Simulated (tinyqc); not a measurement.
Stretching all distances: RHF, UHF, MP2, CISD and CCSD against full CI in the sto-6g basis, for H3+, spin multiplicity 1. Computed by the program tinyqc with PySCF. Command: `OMP_NUM_THREADS=1 python tinyqc.py 111825 111826 out.jsonl`; one thread of a shared host (Intel(R) Xeon(R) Processor @ 2.60GHz), about 4 s.

Geometry (angstrom):
```
atom,x,y,z
H,0.0000,0.0000,0.0000
H,0.0000,0.0000,0.8090
H,0.0000,0.7010,0.4050
```

All coordinates are multiplied by the scale. c0^2 is the weight of the RHF determinant in the lowest singlet FCI state (UHF is spin-contaminated and may lie near states of higher spin) and n(LUMO) the first natural occupation beyond the occupied space.

Full CI energy (hartree) and errors against it (kcal/mol):
```
scale,distance 1-2 (angstrom),E(FCI),RHF,UHF,MP2,CISD,CCSD,<S^2> UHF,c0^2,n(LUMO)
0.9700,0.7847,-1.235478,13.9323,13.9323,4.0120,0.0000,0.0000,0.0000,0.9883,0.0117
1.2100,0.9789,-1.281380,17.4687,17.4687,5.3301,0.0000,0.0000,0.0000,0.9817,0.0183
1.4500,1.1730,-1.259612,22.1051,22.1051,7.0012,0.0000,0.0000,0.0000,0.9718,0.0282
1.6900,1.3672,-1.213136,28.1640,28.1640,9.0758,0.0000,0.0000,0.0000,0.9571,0.0429
1.9200,1.5533,-1.162684,35.5222,35.4451,11.3916,0.0000,0.0000,0.0530,0.9374,0.0626
2.1600,1.7474,-1.112620,44.8390,37.4073,13.9018,0.0000,0.0000,0.4526,0.9103,0.0898
2.4000,1.9416,-1.069485,55.5421,33.4146,15.9948,0.0000,0.0000,0.6885,0.8774,0.1227
2.6400,2.1358,-1.034793,67.0321,27.4581,16.9344,0.0000,0.0000,0.8252,0.8413,0.1588
2.8800,2.3299,-1.008272,78.5407,19.7153,15.9493,0.0000,0.0000,0.9243,0.8056,0.1945
```

UHF parts from RHF first at scale 1.92 of those listed, where <S^2> leaves zero. The weight c0^2 goes from 0.99 to 0.81 and n(LUMO) from 0.01 to 0.19: static correlation grows as the bonds break into open-shell fragments. The spread of the error along the curve, which distorts its shape, is CISD 0.0, CCSD 0.0, MP2 12.9, UHF 23.5, RHF 64.6 kcal/mol. With two electrons CISD and CCSD are exact.
